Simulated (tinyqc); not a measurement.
Thickness of the film: ellipsoidal valleys in the axes of a wafer and a channel.

Valleys with axes a along [111], [1-1-1], [-11-1] and [-1-11], one whole valley each; inverse mass tensor w = 1/mt + (1/ml - 1/mt) a a. Device axes: z = nz/|nz|, x = nx/|nx|, y = z cross x; in them a = (ax, ay, az). Confinement mass mz = 1/w_zz. In the plane w_ij is replaced by u_ij = w_ij - w_iz w_jz/w_zz (i, j = x, y); density-of-states mass md = 1/sqrt(det u); conductivity mass along x mc = 1/u_xx; ballistic transport mass mx = u_yy/det u, width mass my = 1/u_yy.

Hard walls: E_n = c (n pi/t)^2/mz, c = hbar^2/2m0, n = 1, 2, 3. Non-degenerate share of a valley proportional to md sum_n exp(-E_n/kT); mean 1/mc = sum of share/mc. 1 nm = 10 angstrom.

Constants: hbar^2/2m0 = 3.80998211 eV angstrom^2; kB = 8.617333262e-05 eV/K.

Parameters, chosen for this exercise (near those of the L valleys of Ge; shifted at random, so the results belong to these values and not to a real crystal):
```
symbol  value       unit  meaning
ml      1.626       m0    longitudinal mass
mt      0.08        m0    transverse mass
nz      (1, 1, 0)         surface normal (confinement)
nx      (1, -1, 0)        channel direction
T       400         K     temperature
```

Share of the lowest ladder and mean conductivity mass.

Results:
```
t (nm)  lowest E1 (meV)  spread of E1 (meV)  share of the lowest ladder  mean mc
2.0               430.2               744.9                       1.000   0.0800
3.0               191.2               331.0                       1.000   0.0800
4.0               107.6               186.2                       0.993   0.0804
5.0                68.8               119.2                       0.951   0.0826
7.0                35.1                60.8                       0.787   0.0925
10.0               17.2                29.8                       0.637   0.1039
14.0                8.8                15.2                       0.571   0.1099
```

The spread falls as 1/t^2 and passes kT = 34.5 meV between t = 7 and 10 nm; the share of the lowest ladder goes from 1.000 to 0.571 and the mean mass goes from 0.0800 to 0.1099, against 0.1171 for equal shares, the limit of a thick film (the bulk value 3/(1/ml + 2/mt) is 0.1171). Three subbands a valley become too few once E3 nears kT. In the thinnest rows E1 (430 meV) is beyond the parabolic range, and the Delta valleys can pass below.

tinyqc: `OMP_NUM_THREADS=1 python tinyqc.py 1880266 1880267 out.jsonl`; about 0.01 s, one thread, shared Intel(R) Xeon(R) Processor @ 2.30GHz.
